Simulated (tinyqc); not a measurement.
# From largest solubility back to entropy of transfer S

Model: solid solubility of a dopant against its melt (retrograde solidus), clustering and the electrically active fraction. Computed by tinyqc, a small Python program. Command: `OMP_NUM_THREADS=1 python tinyqc.py 3012476 3012477 out.jsonl retro inv`. One thread of a shared host (Intel(R) Xeon(R) Processor @ 2.30GHz), about 0.03 s of CPU time with the checks.

Inputs (values chosen for the exercise, of the order of those of aluminium in silicon for the solubility):

| quantity | value | unit |
|---|---|---|
| melting point of the host T_m | 1687 | K |
| heat of melting of the host H_f | 50.2 | kJ/mol |
| interaction L of the melt | -4.2 | kJ/mol |
| enthalpy of transfer from melt to solid H | 0.606 | eV |
| site density N0 | 5e+22 | 1/cm^3 |

Constants: R = 8.314462618 J/(mol K); k_B = 8.617333262e-05 eV/K; e = 1.602176634e-19 C; N_A = 6.02214076e+23 1/mol.

Method. x_l and x_s are atom fractions of the dopant in melt and solid; the solid is dilute. Liquidus of the host: R T ln(1 - x_l) + L x_l^2 = -H_f (1 - T/T_m). Distribution: k = x_s/x_l = exp[L (1 - x_l)^2/(R T)] exp(S/k_B - H/(k_B T)), the first factor being the activity coefficient in the melt. Solubility = x_s N0; at T_m x_l = 0. The largest x_s N0 between 900 K and T_m. For an ideal melt with constant heats the maximum has x_l = H_f/(H + H_f), H in the same units.

Question. A run gave the result below. Find the entropy of transfer S, known to lie between -3 and -1.6 k_B.

largest solubility = 1.713381e+19 1/cm^3

Answer.

Each step takes the trial c = (a f_b - b f_a)/(f_b - f_a), f being the result less the target; c replaces end b, the old b replaces a if the sign of f changed, and otherwise f_a is halved.

Scan of the range:

| entropy of transfer S (k_B) | largest solubility (1/cm^3) |
|---|---|
| -3.00 | 7.13530e+18 |
| -2.77 | 8.98048e+18 |
| -2.53 | 1.14164e+19 |
| -2.30 | 1.43687e+19 |
| -2.07 | 1.80845e+19 |
| -1.83 | 2.29899e+19 |
| -1.60 | 2.89351e+19 |

False position (Illinois rule) inside the bracket:

| step | end a | end b | trial | largest solubility (1/cm^3) |
|---|---|---|---|---|
| 1 | -2.30000 | -2.07000 | -2.12884 | 1.70510e+19 |
| 2 | -2.07000 | -2.12884 | -2.12413 | 1.71316e+19 |
| 3 | -2.07000 | -2.12413 | -2.12388 | 1.71359e+19 |
| 4 | -2.12413 | -2.12388 | -2.12400 | 1.71338e+19 |
| 5 | -2.12388 | -2.12400 | -2.12400 | 1.71338e+19 |

Largest solubility rises at every point of a 13-point scan of the range (every second point is shown), so one value fits; it is bracketed by -2.30 and -2.07. Answer: entropy of transfer S = -2.124 k_B.
